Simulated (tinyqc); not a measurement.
Worked calculation: q-state Potts model on a small periodic square lattice: enumeration, Metropolis, heat-bath and Wolff steps. Computed by tinyqc, a small Python program that keeps every step. Command: `OMP_NUM_THREADS=1 python tinyqc.py 3113265 3113266 out.jsonl potts walk`. One thread of a shared host (Intel(R) Xeon(R) Processor @ 2.30GHz), about 0.08 s of CPU time with the checks. Intermediate numbers are printed to about 7 digits and carried at full precision; extremes and crossings named in words are read from the listed rows.

E = -J x (number of nearest-neighbour bonds with equal states); n x n sites with periodic edges have 2 n^2 bonds. Order parameter m = (q f - 1)/(q - 1), f being the largest share of one state. Sites are numbered row by row from 0. Here q = 4 and n = 3.

Inputs (values chosen for the exercise, for a model of domains or grain orientations):

| quantity | value | unit |
|---|---|---|
| number of states q | 4 | - |
| edge n | 3 | - |
| coupling J | 53 | meV |
| temperature T | 448 | K |
| seed | 408271 | - |

Update: Wolff cluster.

Constants: k_B = 8.617333262e-05 eV/K.

## Scales

K = J/(k_B T); the infinite square lattice orders at K_c = ln(1 + sqrt(q)); Wolff bond probability p = 1 - exp(-K).

K = 1.372856

K_c = 1.098612

T_c of the infinite lattice = 559.8330 K

p = 0.7466177

## Density of states

All q^(n^2) states are counted by their number b of equal bonds; weights g(b) exp(K b), K = J/(k_B T). Per site: u = -J <b>/n^2, c/k_B = K^2 (<b^2> - <b>^2)/n^2.

States by number of equal bonds:

| b | g(b) | probability |
|---|---|---|
| 0 | 1056 | 4.238521e-09 |
| 1 | 6048 | 9.580452e-08 |
| 2 | 26568 | 1.660951e-06 |
| 3 | 45360 | 1.119167e-05 |
| 4 | 63936 | 6.225740e-05 |
| 5 | 48384 | 1.859392e-04 |
| 6 | 34884 | 5.290775e-04 |
| 7 | 19872 | 1.189483e-03 |
| 8 | 10368 | 2.449264e-03 |
| 9 | 2784 | 2.595575e-03 |
| 10 | 2052 | 7.550321e-03 |
| 11 | 432 | 6.273293e-03 |
| 12 | 288 | 1.650548e-02 |
| 14 | 108 | 9.640662e-02 |
| 18 | 4 | 8.662397e-01 |

The most probable level has b = 18 of 18 bonds.

## Exact averages

ln Z = ln sum g(b) exp(K b); entropy per site s/k_B = (ln Z - K <b>)/n^2.

<b> = 17.34025

energy u = -102.1148 meV/site

heat capacity c = 0.6730448 k_B/site

entropy s = 0.2706249 k_B/site

## Order parameter

The same sums with m: <m> and the Binder ratio U = 1 - <m^4>/(3 <m^2>^2).

<m> = 0.9709758

Binder ratio U = 0.6593964

## One Wolff cluster

start states:
```
   1  2  3
1  1  1  2
2  0  0  1
3  2  2  3
```

random numbers, used in turn: 0.7482  0.0838  0.8024  0.0084  0.7697  0.4191  0.7332  0.4636  0.8623  0.7584  0.5393  0.8264  0.4693  0.9255  0.8595  0.0655  0.5050  0.7636  0.2663  0.9813  0.6556  0.0423  0.5406  0.1705  0.4677  0.1430  0.5397  0.3783  0.7152  0.9910  0.1313  0.2071  0.0008  0.7912  0.6515  0.8008  0.7463  0.2677

Seed site = floor(r n^2); new state = (old + 1 + floor(r (q - 1))) mod q. Sites are taken first in, first out; each neighbour (right, left, below, above) with the seed state and not yet in the cluster joins if the next r < p. The cluster then takes the new state.

Bonds tested:

| from | to | r | result |
|---|---|---|---|
| 6 | 7 | 0.8024 | no |

seed site = 6

cluster size = 1

states afterwards:
```
   1  2  3
1  1  1  2
2  0  0  1
3  3  2  3
```

## A longer run and its error bar

After 400 updates are discarded, b is recorded for 4000 cluster flips of the update named (random numbers not printed, so these rows are one sample). Records are averaged in blocks; the error is the scatter of block means over sqrt(number of blocks), and the last column its square over that for single records.

Blocking:

| block length | mean b | error | variance ratio |
|---|---|---|---|
| 1 | 17.20225 | 0.03088000 | 1.000000 |
| 4 | 17.20225 | 0.05224234 | 2.862137 |
| 16 | 17.20225 | 0.07248852 | 5.510408 |
| 40 | 17.20225 | 0.07443906 | 5.810949 |
| 100 | 17.20225 | 0.07303712 | 5.594131 |

The run gives 17.202 +/- 0.074 (blocks of 40) against the exact 17.340, a difference of 1.9 error bars. Single records understate the error by a factor of about 2.4, because successive records are correlated.

## Across the transition

m and U = 1 - <m^4>/(3 <m^2>^2) from the same sums; K = K_c T_c/T.

Exact values for this lattice:

| T/T_c | share of equal bonds | c (k_B/site) | <m> | U |
|---|---|---|---|---|
| 0.50 | 0.9990290 | 0.038739 | 0.9993347 | 0.6665458 |
| 0.70 | 0.9855281 | 0.326874 | 0.9892186 | 0.6642856 |
| 0.85 | 0.9455653 | 0.902652 | 0.9555156 | 0.6547981 |
| 0.95 | 0.8929697 | 1.406261 | 0.9071940 | 0.6385949 |
| 1.00 | 0.8584398 | 1.619626 | 0.8740391 | 0.6260983 |
| 1.10 | 0.7787046 | 1.828643 | 0.7945574 | 0.5916323 |
| 1.25 | 0.6591590 | 1.590379 | 0.6697863 | 0.5230879 |
| 1.50 | 0.5211333 | 0.869952 | 0.5193403 | 0.4149182 |
| 2.00 | 0.4058923 | 0.286266 | 0.3912092 | 0.3231742 |
| 3.00 | 0.3364312 | 0.082426 | 0.3175877 | 0.3012311 |

c is largest, 1.83 k_B, at T/T_c = 1.1: on so small a lattice the transition is a broad bump. At T_c the infinite lattice has a share (1 + 1/sqrt(q))/2 = 0.750 of equal bonds, against 0.858 here. <m> stays at 0.32 at 3 T_c, since the largest share among 9 sites always exceeds 1/q on average.

Checks made by the program: number of states (relative difference below 1e-10).
